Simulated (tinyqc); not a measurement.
Inside a calculation. Model: correction of a charged-defect supercell by a model charge and potential alignment (plane-averaged potentials). Computed by tinyqc, a small Python program that keeps every step. Command: `OMP_NUM_THREADS=1 python tinyqc.py 3113002 3113003 out.jsonl align walk`. One thread of a shared host (Intel(R) Xeon(R) Processor @ 2.30GHz), about 0.01 s of CPU time with the checks. Intermediate numbers are printed to about 6 digits and carried at full precision; extremes and crossings named in words are read from the listed rows.

The "true" defect charge is (1 - x) q in a Gaussian of width sigma plus x q in one of width sigma_t, so the exact answer is known; the correction sees only a single model Gaussian of width sigma_m. A Gaussian of width s has the transform rho(G) = exp(-G^2 s^2/2), normalised to 1. A uniform background cancels q, so G = 0 is left out. Potentials are those felt by a unit positive charge. E_0 is the formation energy of the isolated defect, E_cell its value in the supercell, E_lat = E_iso - E_per of the model charge, C the true less the model potential far from the defect; the exact correction is E_0 - E_cell, and the error of a scheme is E_cell plus its correction less E_0.

Inputs (values chosen for the exercise, with screening close to that of 4H-SiC): defect charge q = 1 e; dielectric constant eps = 10.1; edge of the cubic cell L = 19.6 angstrom; width sigma of the true defect charge = 1.7 angstrom; width sigma_m of the model charge = 1.3 angstrom; share x of the charge in a wide tail = 0.3; width sigma_t of the tail = 3.5 angstrom; formation energy of the isolated defect E_0 = 1.24 eV.

Constants: e^2/(4 pi eps_0) = 14.39964548 eV angstrom.

## The supercell energy and its true error

Periodic energy E_per = (2 pi q^2/(eps L^3)) (e^2/(4 pi eps_0)) sum_(G != 0) rho(G)^2/G^2, G = (2 pi/L)(n1, n2, n3), |n_i| <= 16. Isolated energy: two Gaussians of charges q_a, q_b and widths a, b interact by q_a q_b (e^2/(4 pi eps_0 eps)) sqrt(2/pi)/sqrt(a^2 + b^2), and the self-energy is half the sum over pairs. Supercell value E_cell = E_0 + E_per - E_iso for the true charge.

E_iso, true charge = 0.187660 eV

E_per, true charge = 0.0912445 eV

E_cell = 1.14358 eV

exact correction = 0.0964153 eV

## Lattice energy of the model charge

E_lat = E_iso - E_per for the model charge; point-charge value alpha q^2 e^2/(4 pi eps_0 eps 2 L) with alpha = 2.837297.

E_iso, model = 0.309373 eV

E_per, model = 0.208191 eV

E_lat = 0.101182 eV

point-charge value = 0.103193 eV

## Plane-averaged potentials

Plane-averaged potential at distance z from the defect: V(z) = (4 pi q/(eps L^3)) (e^2/(4 pi eps_0 e)) sum_(m != 0) rho(G_m) cos(G_m z)/G_m^2, G_m = 2 pi m/L, |m| <= 40.

Potentials (V):
```
z/L   z (angstrom)        true       model  difference
0.00          0.00   0.0412763   0.0539970  -0.0127207
0.05          0.98   0.0380778   0.0485749  -0.0104971
0.10          1.96   0.0295825   0.0353045  -0.0057220
0.15          2.94   0.0182527   0.0196630  -0.0014104
0.20          3.92   0.0063967   0.0050356   0.0013611
0.25          4.90  -0.0045704  -0.0075122   0.0029419
0.30          5.88  -0.0139705  -0.0177945   0.0038240
0.35          6.86  -0.0214888  -0.0257927   0.0043039
0.40          7.84  -0.0269557  -0.0315057   0.0045500
0.45          8.82  -0.0302714  -0.0349335   0.0046621
0.50          9.80  -0.0313822  -0.0360761   0.0046938
```

The difference moves by 0.14 mV between z/L = 0.4 and 0.5, so the plateau is not yet flat.

## Alignment and corrected energy

C = difference at z = L/2; E_corr = E_cell + E_lat - q C. For charges that have died out at L/2, C = (2 pi q/(eps L^3)) (e^2/(4 pi eps_0 e)) (<s^2> - sigma_m^2), <s^2> = (1 - x) sigma^2 + x sigma_t^2.

alignment C = 0.00469383 V

C, closed form = 0.00476837 V

E_corr = 1.24007 eV

error with alignment (rounded to 1e-4 meV) = 0.073 meV

error without alignment = 4.76685 meV

error with the point-charge term alone = 6.77745 meV

error without correction = -96.4153 meV

Errors are measured against E_0. Alignment cuts the error of the model charge from 4.8 to 0.073 meV.

## Errors against cell size

Schemes: none; point-charge term alpha q^2 e^2/(4 pi eps_0 eps 2 L), alpha = 2.837297; E_lat of the model; E_lat - q C with C at z = L/2.

Error against E_0 (meV):
```
L (angstrom)      none  point charge  model charge  model and alignment
13.7          -128.002       19.6317       13.7442              1.69039
16.7          -110.172       10.9402        7.6898              0.36408
19.6           -96.415        6.7774        4.7669              0.07302
23.5           -82.134        3.9330        2.7665              0.00693
```

Between the last two rows the uncorrected error scales as L^-0.88 and the point-charge remainder as L^-3.00. With alignment the error is +1.7 meV in the smallest cell and +0.01 meV in the largest.

Checks made by the program: E_lat against the point-charge value less 2 pi q^2 sigma_m^2 e^2/(4 pi eps_0 eps L^3) (relative difference 2e-07).
